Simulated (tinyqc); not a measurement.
Photoconductance decay in a wafer: bulk and surface recombination modes, and iron detection by pair splitting: one step, computed by the program tinyqc. Command: `OMP_NUM_THREADS=1 python tinyqc.py 3110681 3110682 out.jsonl pcd walk`. One thread of a shared host (Intel(R) Xeon(R) Processor @ 2.30GHz), about 0.01 s of CPU time with the checks.

Both faces of the wafer have the same S; injection is low and all coefficients are constant. x runs from -W/2 to W/2.

Task: Pairs form again. Association time tau_a = 5.7e5 (T/N_A) exp(0.66 eV/(k_B T)) s with T in K and N_A in 1/cm^3 (an empirical form); the unpaired share is exp(-t/tau_a).

Inputs (values chosen for the exercise, modelled on p-type silicon): boron density N_A = 3e+16 1/cm^3; storage temperature T = 293 K.

Constants: k_B = 8.617333262e-05 eV/K.

Give: tau_a; time until 5 % have paired; time until 99 % have paired.

Result:

tau_a = 20.89 min

time until 5 % have paired = 64.28 s

time until 99 % have paired = 1.603 h
